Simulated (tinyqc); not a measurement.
What moves the results: ellipsoidal valleys in the axes of a wafer and a channel. A value that a table varies takes the place of the one given here.

Valleys with axes a along [111], [1-1-1], [-11-1] and [-1-11], one whole valley each; inverse mass tensor w = 1/mt + (1/ml - 1/mt) a a. Device axes: z = nz/|nz|, x = nx/|nx|, y = z cross x; in them a = (ax, ay, az). Confinement mass mz = 1/w_zz. In the plane w_ij is replaced by u_ij = w_ij - w_iz w_jz/w_zz (i, j = x, y); density-of-states mass md = 1/sqrt(det u); conductivity mass along x mc = 1/u_xx; ballistic transport mass mx = u_yy/det u, width mass my = 1/u_yy.

Hard walls: E_n = c (n pi/t)^2/mz, c = hbar^2/2m0, n = 1, 2, 3. Non-degenerate share of a valley proportional to md sum_n exp(-E_n/kT); mean 1/mc = sum of share/mc. 1 nm = 10 angstrom.

Constants: hbar^2/2m0 = 3.80998211 eV angstrom^2; kB = 8.617333262e-05 eV/K.

Inputs chosen for the exercise (near those of the L valleys of Ge; the results hold for these values, not for the real material):
- ml = 1.594 m0 (longitudinal mass)
- mt = 0.081 m0 (transverse mass)
- t = 5.9 nm (thickness of the film)
- T = 400 K (temperature)
- nz = (1, 1, 3) (surface normal (confinement))
- nx = (1, -1, 0) (channel direction)

## Wafer and channel orientation

For each face/channel: the lowest ladder (mz, number of valleys, md, E1, share) and the mean conductivity mass over all valleys.

Results:

| face/channel | mz | valleys | md | E1 (meV) | share | mean mc |
|---|---|---|---|---|---|---|
| (110)/[1-11] | 0.221 | 2 | 0.218 | 49.0 | 0.877 | 0.1186 |
| (111)/[11-2] | 1.594 | 1 | 0.081 | 6.8 | 0.786 | 0.0901 |
| (113)/[1-10] | 0.288 | 1 | 0.190 | 37.5 | 0.606 | 0.1114 |
| (112)/[11-1] | 0.518 | 1 | 0.142 | 20.8 | 0.707 | 0.1857 |
| (110)/[001] | 0.221 | 2 | 0.218 | 49.0 | 0.877 | 0.3939 |
| (110)/[1-10] | 0.221 | 2 | 0.218 | 49.0 | 0.877 | 0.0879 |
| (001)/[110] | 0.118 | 4 | 0.297 | 91.2 | 1.000 | 0.1508 |

What can be read from the table?

The mean conductivity mass is lowest, 0.0879, for (110)/[1-10] and highest, 0.3939, for (110)/[001]; the bulk value is 0.1185. The confinement energy is lowest on the face with the heaviest mz ((111), 7 meV). The density of states of the lowest ladder, valleys times md, runs between 0.081 and 1.188; a small value limits the charge through the quantum capacitance.

## Thickness of the film

Share of the lowest ladder and mean conductivity mass.

Results:

| t (nm) | lowest E1 (meV) | spread of E1 (meV) | share of the lowest ladder | mean mc |
|---|---|---|---|---|
| 2.0 | 326.0 | 801.2 | 1.000 | 0.0810 |
| 3.0 | 144.9 | 356.1 | 0.997 | 0.0812 |
| 4.0 | 81.5 | 200.3 | 0.932 | 0.0856 |
| 5.0 | 52.2 | 128.2 | 0.761 | 0.0982 |
| 7.0 | 26.6 | 65.4 | 0.479 | 0.1230 |
| 10.0 | 13.0 | 32.0 | 0.346 | 0.1342 |
| 14.0 | 6.7 | 16.4 | 0.295 | 0.1384 |

How do the results move?

The spread falls as 1/t^2 and passes kT = 34.5 meV between t = 7 and 10 nm; the share of the lowest ladder goes from 1.000 to 0.295 and the mean mass goes from 0.0810 to 0.1384, against 0.1413 for equal shares, the limit of a thick film (the bulk value 3/(1/ml + 2/mt) is 0.1185; the two differ since axes are tilted in the x-z plane and in a quantised film no valley carries current across it; once scattering blurs the subbands the bulk value returns). Three subbands a valley become too few once E3 nears kT. In the thinnest rows E1 (326 meV) is beyond the parabolic range, and the Delta valleys can pass below.

## What each parameter does

Lowest E1, its share and the mean conductivity mass. Each row changes one parameter from the base and keeps the others.

Results:

| case | lowest E1 (meV) | share | mean mc (m0) |
|---|---|---|---|
| base | 37.46 | 0.6056 | 0.1114 |
| ml = 1.435 m0 | 38.03 | 0.6040 | 0.1112 |
| mt = 0.073 m0 | 41.01 | 0.6542 | 0.0967 |
| t = 6.49 nm | 30.96 | 0.5291 | 0.1184 |
| T = 360 K | 37.46 | 0.6533 | 0.1072 |

What can be read from the table?

The largest shifts from the base row, up to three for each result and ties (the steps differ in size, so this ranks the rows, not the parameters). lowest E1 (meV): t -6.50, mt +3.54, ml +0.57; unchanged at the printed digits by T. share: t -0.0766, mt +0.0485, T +0.0477. mean mc (m0): mt -0.0146, t +0.0070, T -0.0042.

tinyqc: `OMP_NUM_THREADS=1 python tinyqc.py 1880364 1880365 out.jsonl`; about 0.01 s, one thread, shared Intel(R) Xeon(R) Processor @ 2.30GHz.
